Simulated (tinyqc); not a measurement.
What moves the results: coherent potential approximation for a binary alloy with a semi-elliptic band. A value that a table varies takes the place of the one given here.

Site levels eA = -x d (share 1 - x) and eB = (1 - x) d (share x), so that their mean, the virtual crystal, is 0. Pure band: G0(z) = 2 (z - sqrt(z - W) sqrt(z + W))/W^2 with principal roots, density -Im G/pi per site. The medium has a self-energy S(z), G = G0(z - S), z = E + i eta. t_i = (e_i - S)/(1 - (e_i - S) G); the CPA demands <t> = (1 - x) tA + x tB = 0. Iteration: start at S = 0, set S(new) = S + <t>/(1 + <t> G), stop when |<t>| < 1e-9 eV.

Values chosen for the exercise:
- W = 2 eV (half width of the pure band)
- x = 0.11 (fraction of B)
- d = 0.48 eV (eB - eA)
- eta = 0.04 eV (broadening)
- E1 = -2.1 eV (first energy)
- dE = 0.32 eV (step)
- E = -1.47 eV (energy)

## Virtual crystal, CPA and unmixed bands

Fifteen energies E1 + j dE. Virtual crystal: G0(z). Unmixed: (1 - x) G0(z - eA) + x G0(z - eB), the limit of large separate grains.

Densities (1/eV) and self-energy (eV):

| E (eV) | virtual crystal | CPA | unmixed | Re S | Im S |
|---|---|---|---|---|---|
| -2.10 | 0.0141 | 0.0156 | 0.0195 | -0.0130 | -0.0007 |
| -1.78 | 0.1394 | 0.1433 | 0.1386 | -0.0151 | -0.0056 |
| -1.46 | 0.2114 | 0.2125 | 0.2069 | -0.0143 | -0.0089 |
| -1.14 | 0.2553 | 0.2550 | 0.2533 | -0.0133 | -0.0115 |
| -0.82 | 0.2840 | 0.2827 | 0.2827 | -0.0120 | -0.0139 |
| -0.50 | 0.3019 | 0.2998 | 0.3009 | -0.0105 | -0.0162 |
| -0.18 | 0.3107 | 0.3080 | 0.3098 | -0.0086 | -0.0184 |
| 0.14 | 0.3112 | 0.3080 | 0.3103 | -0.0062 | -0.0205 |
| 0.46 | 0.3035 | 0.2999 | 0.3025 | -0.0032 | -0.0225 |
| 0.78 | 0.2868 | 0.2831 | 0.2857 | 0.0008 | -0.0242 |
| 1.10 | 0.2596 | 0.2564 | 0.2582 | 0.0060 | -0.0253 |
| 1.42 | 0.2180 | 0.2164 | 0.2159 | 0.0128 | -0.0247 |
| 1.74 | 0.1511 | 0.1543 | 0.1463 | 0.0215 | -0.0202 |
| 2.06 | 0.0190 | 0.0261 | 0.0312 | 0.0251 | -0.0035 |
| 2.38 | 0.0054 | 0.0056 | 0.0117 | 0.0155 | -0.0006 |

How do the results move?

d/W = 0.24. CPA and virtual crystal differ by at most 0.007 1/eV, at 2.06 eV, against a peak of 0.318 for the pure band. |Im S| is largest at 1.10 eV (Im S = -0.025 eV); where the density is near zero this is no damping of states. On these rows the CPA density keeps one maximum: the bands are amalgamated.

## Bowing of the band edge from disorder

For eta = 0 the CPA reads G = (1 - x)/(y - eA) + x/(y - eB) with y = E - W^2 G/4; the lower edge is the maximum of E(y) = y + W^2 G(y)/4 for y < eA. The virtual crystal puts it at -W. Second order: -W - 2 x (1 - x) d^2/W, from S = x (1 - x) d^2 G0(-W), G0(-W) = -2/W.

Lower edge (eV):

| x | edge | edge + W | second order | (edge + W)/(x (1 - x)) |
|---|---|---|---|---|
| 0.05 | -2.0076 | -0.0076 | -0.0109 | -0.1599 |
| 0.10 | -2.0148 | -0.0148 | -0.0207 | -0.1644 |
| 0.25 | -2.0337 | -0.0337 | -0.0432 | -0.1800 |
| 0.40 | -2.0479 | -0.0479 | -0.0553 | -0.1997 |
| 0.50 | -2.0540 | -0.0540 | -0.0576 | -0.2161 |
| 0.60 | -2.0567 | -0.0567 | -0.0553 | -0.2364 |
| 0.75 | -2.0522 | -0.0522 | -0.0432 | -0.2785 |
| 0.90 | -2.0315 | -0.0315 | -0.0207 | -0.3497 |
| 0.95 | -2.0184 | -0.0184 | -0.0109 | -0.3879 |

second-order coefficient = -0.2304 eV

What does this show?

Disorder pushes the edge below the virtual crystal, most at x = 0.6 (-57 meV). The coefficient runs from -0.160 at x = 0.05 to -0.388 eV at 0.95, against -0.230 in second order: it depends strongly on x and is largest in size where the low-lying A atoms are dilute and act as attractive impurities.

## When the band splits

x as given, d varied, eta as given. The density is taken at E = (eA + eB)/2 and at E = eA + eB = (1 - 2x) d, where S has its pole for well split bands; a gap shows as a density of the size of the broadening tail.

Between the two levels:

| d/W | d (eV) | density at the midpoint (1/eV) | density at (1 - 2x) d (1/eV) | Im S at the midpoint (eV) |
|---|---|---|---|---|
| 0.2 | 0.40 | 0.3087 | 0.3057 | -0.015 |
| 0.4 | 0.80 | 0.2995 | 0.2859 | -0.052 |
| 0.6 | 1.20 | 0.2858 | 0.2494 | -0.095 |
| 0.8 | 1.60 | 0.2687 | 0.1871 | -0.128 |
| 1.0 | 2.00 | 0.2479 | 0.0497 | -0.147 |
| 1.2 | 2.40 | 0.2221 | 0.0199 | -0.152 |
| 1.5 | 3.00 | 0.1681 | 0.0239 | -0.132 |
| 2.0 | 4.00 | 0.0108 | 0.0165 | -0.025 |

How do the results move?

The midpoint density falls from 0.309 to 0.0108 1/eV; it first drops below a tenth of the pure peak (0.032) at d/W = 2. At (1 - 2x) d the density drops below that mark at d/W = 1.2, so the bands have parted by then (this mark lags the true splitting), and is least, 0.0165, at d/W = 2. For x = 1/2 the two coincide and the band splits at d = W exactly; here x = 0.11. The size of Im Sigma at the midpoint is largest at d/W = 1.2. It is a lifetime only where the density there is finite; for well separated bands, d/W above 1/(2 sqrt(x (1 - x))), S has a pole in the gap at (1 - 2x) d.

## What each parameter does

Converged values at E. Each row changes one parameter from the base and keeps the others.

Results:

| case | Re S (eV) | Im S (eV) | density (1/eV) |
|---|---|---|---|
| base | -0.0143 | -0.0088 | 0.2108 |
| W = 2.2 eV | -0.0128 | -0.0095 | 0.2105 |
| x = 0.16 | -0.0200 | -0.0128 | 0.2112 |
| d = 0.528 eV | -0.0171 | -0.0101 | 0.2111 |
| eta = 0.08 eV | -0.0140 | -0.0087 | 0.2051 |
| E = -1.27 eV | -0.0137 | -0.0105 | 0.2399 |

How do the results move?

The largest shifts from the base row, up to three for each result and ties (the steps differ in size, so this ranks the rows, not the parameters). Re S (eV): x -0.0057, d -0.0027, W +0.0015. Im S (eV): x -0.0040, E -0.0017, d -0.0013. density (1/eV): E +0.0290, eta -0.0057, x +0.0004.

tinyqc: `OMP_NUM_THREADS=1 python tinyqc.py 1482445 1482446 out.jsonl`; about 0.01 s, one thread, shared Intel(R) Xeon(R) Processor @ 2.30GHz.
